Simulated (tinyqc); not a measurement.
Corrections over temperature: harmonic transition-state theory with quantum, tunnelling and friction corrections. Computed by tinyqc, a small Python program. Command: `OMP_NUM_THREADS=1 python tinyqc.py 3020299 3020300 out.jsonl rates walk`. One thread of a shared host (Intel(R) Xeon(R) Processor @ 2.30GHz), about 0.04 s of CPU time with the checks.

One atom hops between equivalent sites; three modes at the minimum and two real modes at the saddle are treated as harmonic, the rest of the crystal as unchanged; melting is ignored, so hot rows may lie above the melting point.

Inputs (values chosen for the exercise, modelled on interstitial lithium in silicon): barrier E_b = 0.647 eV; imaginary frequency at the saddle nu_b = 10 THz; temperature T = 544 K.

Lattice of sites: three-dimensional. Correction studied: tunnelling.

frequencies at the minimum (THz): [9.92, 10.9, 11.7]

real frequencies at the saddle (THz): [11.3, 19.1]

Constants: h x 1 THz = 4.135667696 meV; k_B = 8.617333262e-05 eV/K.

Method:
- With u = h nu_b/(k_B T): Wigner factor 1 + u^2/24; parabolic barrier (Bell) (u/2)/sin(u/2), valid above T_c = h nu_b/(2 pi k_B); symmetric Eckart barrier: kappa = int_0^infinity P(E) exp(-(E - E_b)/(k_B T)) dE/(k_B T), P = (cosh 2a - 1)/(cosh 2a + cosh 2d), a = alpha sqrt(E/E_b), alpha = 2 pi E_b/(h nu_b), 2d = 2 sqrt(alpha^2 - pi^2/4).
- Vineyard: nu* = product of minimum frequencies / product of real saddle frequencies; k_cl = nu* exp(-E_b/(k_B T)).
- Quantum harmonic: k_q = (k_B T/h) [prod 2 sinh(x_i/2) (minimum) / prod 2 sinh(x_j/2) (saddle)] exp(-E_b/(k_B T)), x = h nu/(k_B T).
- A dash marks the Bell factor within 3 % of T_c or below.

crossover temperature T_c = 76.3823 K

Rates and factors:
```
T/T_c,T (K),k_cl (1/s),k_q/k_cl,Wigner,Bell,Eckart
0.70,53.47,6.0641e-49,0.49208,4.3570,-,9.2896e+06
0.85,64.92,3.5065e-38,0.50480,3.2767,-,4.4178e+02
1.00,76.38,1.1977e-30,0.52702,2.6449,-,1.6977e+01
1.20,91.66,1.5606e-23,0.56287,2.1423,5.2360,4.6720e+00
1.50,114.57,2.0334e-16,0.61953,1.7311,2.4184,2.3747e+00
2.00,152.76,2.6496e-09,0.70467,1.4112,1.5708,1.5711e+00
3.00,229.15,3.4524e-02,0.82063,1.1828,1.2092,1.2136e+00
5.00,381.91,1.6985e+04,0.92063,1.0658,1.0690,1.0721e+00
10.00,763.82,3.1553e+08,0.97804,1.0164,1.0166,1.0183e+00
```

What follows from these numbers?

Among these rows Wigner agrees with Eckart to 5 % from T/T_c = 3 upwards. In the first row the Eckart factor is 9.29e6 against 4.36: the Wigner form keeps only the first term in u^2. The Bell factor diverges at T_c, because an inverted parabola has no bottom. Caution: rows below T_c rest on a separable one-dimensional tunnelling factor, which is unreliable there. Caution: rates below 1e-18 per second mean less than one hop in the age of the universe; those rows only illustrate the factors.

Extremes, crossings and ranges named in words are read from the listed rows.
